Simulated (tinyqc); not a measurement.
Hueckel theory of the pi electrons, for the molecule O=C1C=CC(=O)C(F)=C1 (SMILES; centres numbered as the heavy atoms are written), step by step. One step of it, computed by the program tinyqc.

Task: Energy, charges, bond orders. E = sum n x; q_r = z_r - P_rr; bond order p = P_rs; free valence = sqrt(3) - sum of p over the bonds of the atom.

x values: 3.262660  2.209525  1.796963  1.000000  0.911439  0.276447  -1.036676  -1.280347  -2.120011

occupations: 2.000000  2.000000  2.000000  2.000000  2.000000  0.000000  0.000000  0.000000  0.000000

charge and bond-order matrix P, lower triangle:
```
           1O         2C         3C         4C         5C         6O        7C         8F
1O   1.442366
2C   0.695434   0.747229
3C   0.052030   0.408403   0.918069
4C  -0.259505   0.136667   0.828506   0.932685
5C  -0.183068  -0.017735   0.151283   0.422559   0.740602
6O   0.362609  -0.183068  -0.290250   0.035025   0.722480   1.397480
7C  -0.281087   0.160642  -0.150847  -0.073723   0.390780   0.069991  0.865045
8F   0.080782  -0.059646   0.023997   0.014458  -0.037839  -0.044635  0.218032   1.956147
9C  -0.010025   0.451460  -0.083082  -0.193904   0.146026  -0.250342  0.802269  -0.154763

          9C
9C  1.000376
```

Centres:
```
centre  z_r, pi electrons of the neutral centre         h
1O                                            1  1.000000
2C                                            1  0.000000
3C                                            1  0.000000
4C                                            1  0.000000
5C                                            1  0.000000
6O                                            1  1.000000
7C                                            1  0.000000
8F                                            2  3.020000
9C                                            1  0.000000
```

Bonds:
```
i  j         k
1  2  0.940000
2  3         1
3  4         1
4  5         1
5  6  0.940000
5  7         1
7  8  0.780000
7  9         1
9  2         1
```

Give: pi energy = 10 alpha + this times beta; pi charges; Bond orders and lengths from R = 1.517 - 0.180 p; free valence of the carbons; gap between the highest filled and the next level.

Result:

pi energy = 10 alpha + this times beta = 18.361

pi charges: 1O -0.442, 2C 0.253, 3C 0.082, 4C 0.067, 5C 0.259, 6O -0.397, 7C 0.135, 8F 0.044, 9C 0.000

Bond orders and lengths from R = 1.517 - 0.180 p (angstrom, C-C alone):
```
bond      p      R
1-2   0.695      -
2-3   0.408  1.443
3-4   0.829  1.368
4-5   0.423  1.441
5-6   0.722      -
5-7   0.391  1.447
7-8   0.218      -
7-9   0.802  1.373
9-2   0.451  1.436
```

free valence of the carbons: 2C 0.177, 3C 0.495, 4C 0.481, 5C 0.196, 7C 0.321, 9C 0.478

gap between the highest filled and the next level = 0.635 |beta|
